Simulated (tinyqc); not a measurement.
What moves the results of Fermi-Dirac smearing: smearing for a one-band metal on the bcc lattice.

Lattice vectors (units of a): a1 = (-1/2, 1/2, 1/2), a2 = (1/2, -1/2, 1/2), a3 = (1/2, 1/2, -1/2). E(k) = -t A_1(k) - t2 A_2(k), A_m the sum of cos(k . R) over the 8 nearest and 6 second lattice vectors. Mesh k = sum (j_i/N) b_i, j_i = 0 .. N-1.

With x = (E_k - mu)/sigma: Fermi-Dirac f = 1/(1 + exp(x)), s = -f ln f - (1 - f) ln(1 - f). With weights w = points/N^d (d the dimension), mu solves 2 sum w f = ne; E = 2 sum w f E_k, S = 2 sum w s, F = E - sigma S.

Inputs chosen for the exercise: t = 0.63 eV (nearest hopping); t2 = -0.14 eV (second hopping); ne = 1.53 (electrons per cell); N = 6 (unshifted mesh); sigma = 0.126 eV (width).

All sums formed anew. Each row changes one parameter from the base and keeps the others.

Results:
```
case,mu (eV),E (eV),S,F (eV)
base,1.1830,-1.2413,0.0750,-1.2508
N = 12,1.0381,-1.2190,0.1068,-1.2325
sigma = 0.252 eV,1.1282,-1.2270,0.1447,-1.2635
ne = 1.63,1.7946,-1.0928,0.0958,-1.1048
t2 = -0.077 eV,1.1826,-1.1851,0.0767,-1.1948
t = 0.693 eV,1.3092,-1.3532,0.0738,-1.3625
```

The largest shifts from the base row, up to three for each result and ties (the steps differ in size, so this ranks the rows, not the parameters). mu (eV): ne +0.6116, N -0.1449, t +0.1263. E (eV): ne +0.1486, t -0.1118, t2 +0.0562. S: sigma +0.0697, N +0.0318, ne +0.0208. F (eV): ne +0.1460, t -0.1117, t2 +0.0560.

Program tinyqc; command `OMP_NUM_THREADS=1 python tinyqc.py 1652796 1652797 out.jsonl`; about 0.3 s on one thread of a shared Intel(R) Xeon(R) Processor @ 2.30GHz.
